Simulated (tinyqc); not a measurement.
p-n diode, drift-diffusion by the Gummel loop with Scharfetter-Gummel fluxes: one step of the calculation.

Abrupt junction at x = 0, p side from -Lp, n side to Ln, ohmic contacts. psi is counted from the intrinsic level; n = ni exp((psi - phin)/Vt), p = ni exp((phip - psi)/Vt). Contacts: p side psi = V - Vt ln(Na/ni), p = Na, n = ni^2/Na; n side psi = Vt ln(Nd/ni), n = Nd, p = ni^2/Nd. Constant mobilities, D = mu Vt, Boltzmann statistics, SRH recombination through a mid-gap level, U = (n p - ni^2)/(tp (n + ni) + tn (p + ni)). Current is positive from the p contact to the n contact.

Question. Hole continuity. With psi and the new n held, F_i = (mup Vt/h_i) [p_(i+1) B(-d_i) - p_i B(d_i)], d_i = (psi_(i+1) - psi_i)/Vt, B(d) = d/(exp(d) - 1); solve F_i - F_(i-1) = w_i [(n_i p_i - ni^2)/den_i - G] for the new p, with den = tp (n + ni) + tn (p + ni) taken at the new n and the old p, h_i = x_(i+1) - x_i, w_i = (h_(i-1) + h_i)/2; phip = psi + Vt ln(p/ni).

Inputs (values chosen for the exercise); band and dielectric values close to those of cadmium telluride: temperature T = 300 K; acceptor density of the p side Na = 3.9e16 cm^-3; donor density of the n side Nd = 2e17 cm^-3; hole mobility mup = 44 cm^2/(V s); SRH lifetime of electrons tn = 4e-9 s; SRH lifetime of holes tp = 9e-9 s; uniform generation rate G = 0 cm^-3 s^-1.

Constants: q = 1.602176634e-19 C, kB = 1.380649e-23 J/K, Vt = kB T/q. Results are converted to the units shown.

```
node,x (nm),psi (V),new n (cm^-3),p after Poisson (cm^-3)
0,-2500,0.32791646,2.2593966e-5,3.9e16
1,-1250,0.32791626,1.3820916e11,3.9000303e16
2,-616,0.32791630,2.2231298e11,3.9000250e16
3,-296,0.32793055,2.7065567e11,3.8978748e16
4,-134,0.32941620,3.1362987e11,3.6801895e16
5,-52,0.36880577,1.4717286e12,8.0196317e15
6,-10.5,0.52822228,7.0189294e14,1.6829647e13
7,10.5,0.65464401,9.3338973e16,1.2655621e11
8,48.4,0.67365673,1.9474341e17,6.0657393e10
9,117,0.67433771,1.9994141e17,5.9080450e10
10,241,0.67434522,1.9999955e17,5.9063281e10
11,465,0.67434525,1.9999980e17,5.9063223e10
12,869,0.67434525,1.9999989e17,5.9063223e10
13,1600,0.67434524,2e17,4.4058233e-6
```

ni = 9.3870371e5 cm^-3

Find: new p; phip after round 1.

Answer.

```
node,new p (cm^-3),phip after round 1 (V)
0,3.900e16,0.9600
1,3.900e16,0.9600
2,3.900e16,0.9600
3,3.898e16,0.9600
4,3.680e16,0.9600
5,8.019e15,0.9600
6,1.682e13,0.9600
7,1.262e11,0.9599
8,5.876e10,0.9592
9,5.307e10,0.9572
10,4.604e10,0.9536
11,3.511e10,0.9466
12,1.976e10,0.9317
13,4.406e-6,0.0000
```

Computed by the program tinyqc: `OMP_NUM_THREADS=1 python tinyqc.py 2240018 2240019 out.jsonl`, one thread of a shared Intel Xeon 2.30GHz, about 0.1 s for the whole run.
